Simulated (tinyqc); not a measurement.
Stark shift: stepped quantum well by finite differences.

Finite differences on points z_i at the centres of cells of width h: H_ii = (c/h^2)(1/m_(i-1/2) + 1/m_(i+1/2)) + V_i, H_(i,i+1) = -(c/h^2)/m_(i+1/2), where m_(i+1/2) is the mean of the masses at the two points (the end values are repeated outwards), psi = 0 on the points beyond both ends, c = hbar^2/2m0. The field adds e F (z - z0) with z0 the middle of the structure; 1 kV/cm = 1e-5 eV/angstrom.

Constants: hbar^2/2m0 = 3.80998211 eV angstrom^2.

Inputs chosen for the exercise (out of a larger set: near those of a GaAs well in AlGaAs; not measured data): layers = ((84, 0.324, 0.1002), (42, 0, 0.0687), (63, 0.146, 0.0829), (84, 0.324, 0.1002)) (each layer: thickness in angstrom, band edge in eV, mass in m0); hf = 1.3125 angstrom (cell width of the fine grid); Fs = (0, 11.7, 23.3, 35, 46.7, 58.3, 70) kV/cm (fields).

Fine grid. Perturbation theory: dE1 = e F z_11 - beta (e F)^2 with beta = sum_j z_1j^2/(E_j - E_1) over the 13 next levels at zero field, z from z0.

Levels against field:

| F (kV/cm) | E1 (eV) | E2 (eV) | dE1 (meV) | second order (meV) | <z - z0> (angstrom) | E2 - E1 (meV) |
|---|---|---|---|---|---|---|
| 0 | 0.0831 | 0.2053 | 0.00 | 0.00 | -25.5 | 122.2 |
| 11.7 | 0.0801 | 0.2073 | -3.01 | -3.01 | -26.0 | 127.2 |
| 23.3 | 0.0770 | 0.2091 | -6.05 | -6.05 | -26.5 | 132.1 |
| 35.0 | 0.0739 | 0.2108 | -9.17 | -9.19 | -26.9 | 136.9 |
| 46.7 | 0.0707 | 0.2122 | -12.35 | -12.39 | -27.4 | 141.5 |
| 58.3 | 0.0675 | 0.2135 | -15.55 | -15.62 | -27.8 | 146.0 |
| 70.0 | 0.0642 | 0.2146 | -18.83 | -18.94 | -28.2 | 150.4 |

z_11 = -25.45 angstrom
beta = 2290 angstrom^2/eV

The state sits -25.5 angstrom off the middle at zero field, so the shift starts linearly in F. At 70 kV/cm E1 has moved by -18.83 meV, where second order gives -18.94 meV; they differ by 0.6 % there. The electron moves by -2.8 angstrom, against the rise of the potential. E2 - E1 grows with the field; the ends are 122.2 and 150.4 meV.

Computed by tinyqc, a small Python program: `OMP_NUM_THREADS=1 python tinyqc.py 1252153 1252154 out.jsonl` (the numbers bound the seed that draws the inputs); one thread of a shared host (Intel(R) Xeon(R) Processor @ 2.30GHz), about 0.01 s for the whole set of steps.
